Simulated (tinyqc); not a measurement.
Mobility and doping from two currents.

Inverse problem. A trap-free film with injecting contacts is fitted, with diffusion neglected, by J = q mu N V/Lf + (9/8) eps0 eps_r mu V^2/Lf^3. Find mu, N and the voltage at which both terms are equal.

Values chosen for this exercise: relative permittivity eps_r = 13.7; film thickness Lf = 390 nm.

Constants: q = 1.602176634e-19 C, eps0 = 8.8541878128e-14 F/cm where lengths are in cm. Results are converted to the units shown.

J at 3.3 and 17 V (A/cm^2): 26896.216  2.8322052e5

Solution. J/V is a straight line in V: the slope gives mu and the intercept mu N.

mu = 27.0 cm^2/(V s)
N = 5.50e16 cm^-3
crossover voltage = 9.82 V

Computed by the program tinyqc: `OMP_NUM_THREADS=1 python tinyqc.py 2730032 2730033 out.jsonl`, one thread of a shared Intel Xeon 2.30GHz, about 3 s for the whole run.
